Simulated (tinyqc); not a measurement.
Band offsets of oxides on a semiconductor by the charge-neutrality-level model: one step of the calculation.

Each material has a charge-neutrality level at the depth Phi = chi + Eg - CNL below vacuum. For oxide B on semiconductor A, dEc = (chiA - PhiA) - (chiB - PhiB) + S (PhiA - PhiB), dEv = EgB - EgA - dEc, with the pinning factor S = 1/(1 + 0.1 (eps_inf - 1)^2) of the oxide. S = 1 is the affinity rule, S = 0 aligns the two levels.

Task. One oxide. Depths of both levels, S and the two offsets.

Inputs (values chosen for the exercise); substrate values close to those of gallium arsenide:
```
symbol  value  unit                                             meaning
EgA       1.4    eV                            gap of the semiconductor
chiA     4.09    eV                               its electron affinity
cA       0.57    eV  its charge-neutrality level above the valence edge
```

oxide values (close to zirconium oxide): Eg (eV) 5.67, chi (eV) 2.46, CNL (eV) 3.57, eps_inf 4.83

Give: PhiA; PhiB; S; dEc; dEv.

Result.

PhiA = 4.9200 eV
PhiB = 4.5600 eV
S = 0.40537
dEc = 1.4159 eV
dEv = 2.8541 eV

The limits are dEc = 1.63 eV (S = 1) and 1.27 eV (S = 0).

Range of the model: The model ignores the chemistry of the actual interface, which can move offsets by several tenths of an eV.

Program tinyqc, `OMP_NUM_THREADS=1 python tinyqc.py 2410141 2410142 out.jsonl`; Intel Xeon 2.30GHz, shared host, one thread, about 0.01 s.
